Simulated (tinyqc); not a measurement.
Changing the shift s of the chemical potential: self-consistent Fermi level with native defects, at growth and after a quench. Computed by tinyqc, a small Python program. Command: `OMP_NUM_THREADS=1 python tinyqc.py 3031932 3031933 out.jsonl scfermi sweep`. One thread of a shared host (Intel(R) Xeon(R) Processor @ 2.30GHz), about 0.1 s of CPU time with the checks.

Energies are counted from the top of the valence band (VBM); when the gap shrinks with temperature the conduction band moves and the levels stay. D and A draw on one reservoir with opposite signs, as the two vacancies of a compound do.

Inputs (values chosen for the exercise, with bands modelled on ZnO):
```
quantity,value,unit
gap E_g at 300 K,3.39,eV
slope -dE_g/dT above 300 K,0.00045,eV/K
electron mass m_e,0.28,m_0
valleys M_c,1,-
hole mass m_h,0.795,m_0
E_f of the neutral native donor D,4.56,eV
E_f of the neutral native acceptor A,4.27,eV
site density N_s,4.2e+22,cm^-3
growth temperature T_g,1460,K
temperature of use T,400,K
```

Added shallow dopant: none.

levels of D above the VBM, most positive state first (eV): [2.04, 2.38, 2.67]

levels of A above the VBM, (0/-1) first (eV): [0.187, 0.885, 1.12]

Constants: m_0 = 9.1093837015e-31 kg; k_B = 1.380649e-23 J/K; h = 6.62607015e-34 J s; k_B = 8.617333262e-05 eV/K.

Method:
- E_f(D, 0) = input + s and E_f(A, 0) = input - s; E_f(q, E_F = 0) follows from the levels, eps(q/q-1) = E_f(q - 1) - E_f(q) at E_F = 0.
- E_g(T) = E_g - slope x max(0, T - 300 K).
- N_c = 2 M_c (2 pi m_e k_B T/h^2)^(3/2) and N_v = 2 (2 pi m_h k_B T/h^2)^(3/2), masses in units of m_0.
- At growth T = T_g.
- n = N_c F_1/2((E_F - E_g)/k_B T), p = N_v F_1/2(-E_F/k_B T).
- F_1/2(eta) = (2/sqrt(pi)) int_0^infinity sqrt(x)/(1 + exp(x - eta)) dx, by the trapezoid rule in t = sqrt(x) with step 0.02 up to t = 12 (for eta < -12 by exp(eta) - exp(2 eta)/2^(3/2)).
- In equilibrium c_q = N_s exp(-(E_f(q, 0) + q E_F)/k_B T).
- Net charge = p - n + sum q c_q; the log ratio is ln(positive charge/negative charge).
- E_F is the root of the log ratio, by 50 bisections between -0.5 eV and E_g + 0.5 eV.
- After a quench the totals of D and A stay as grown, and each is shared among its charge states with weights exp(-(E_f(q, 0) + q E_F)/k_B T).

One run for each value:
```
shift s of the chemical potential (eV),E_F at growth (eV),total D (cm^-3),total A (cm^-3),E_F after the quench (eV),n after the quench (cm^-3),p after the quench (cm^-3)
-0.60,1.696,7.776e+15,6.528e+15,2.037,1.918e+02,5.852e-07
-0.45,1.647,7.457e+15,6.705e+15,2.011,8.969e+01,1.251e-06
-0.30,1.598,7.236e+15,6.863e+15,1.981,3.786e+01,2.964e-06
-0.15,1.548,7.078e+15,7.025e+15,1.910,4.704e+00,2.386e-05
0.00,1.499,6.954e+15,7.215e+15,1.193,4.352e-09,2.579e+04
0.15,1.449,6.847e+15,7.465e+15,1.158,1.607e-09,6.983e+04
0.30,1.400,6.741e+15,7.814e+15,1.132,7.575e-10,1.482e+05
0.45,1.350,6.623e+15,8.326e+15,1.104,3.353e-10,3.347e+05
0.60,1.301,6.479e+15,9.092e+15,1.059,8.935e-11,1.256e+06
```

Over the rows, E_F at growth (eV) falls from 1.70 to 1.30; total D (cm^-3) falls from 7.78e15 to 6.48e15; total A (cm^-3) rises from 6.53e15 to 9.09e15. Raising s makes D costlier and A cheaper. The quenched sample turns from n-type to p-type between s = -0.15 and 0 eV.
